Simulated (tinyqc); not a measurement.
## Thickness and doping from the maximum and minimum capacitance

Question. A MOS capacitor has Cmax = Cox = eps0 eox/tox and 1/Cmin = 1/Cox + Wm/(eps0 eps_r), with Wm = sqrt(4 eps0 eps_r Vt ln(N/ni)/(q N)) and N well above ni. Find tox, Wm and N.

Values chosen for this exercise; band and dielectric values close to those of gallium arsenide: temperature T = 300 K; relative permittivity eps_r = 12.9; relative permittivity of the gate insulator (close to silicon dioxide) eox = 3.9.

Constants: q = 1.602176634e-19 C, kB = 1.380649e-23 J/K, Vt = kB T/q, eps0 = 8.8541878128e-14 F/cm where lengths are in cm. Results are converted to the units shown.

Cmax = 0.16443492 uF/cm^2
Cmin = 0.045537444 uF/cm^2
ni = 2.8456046e6 cm^-3

Answer. Cmax gives tox and the series difference Wm. N follows by iterating N = 4 eps0 eps_r Vt ln(N/ni)/(q Wm^2); ln(N/ni)/N falls steadily for N > e ni, so there is one root in that range.

tox = 21.00 nm
Wm = 181.4 nm
N = 5.300e16 cm^-3

tinyqc, about 0.01 s, one thread, Intel Xeon 2.30GHz (shared host): `OMP_NUM_THREADS=1 python tinyqc.py 2060120 2060121 out.jsonl`
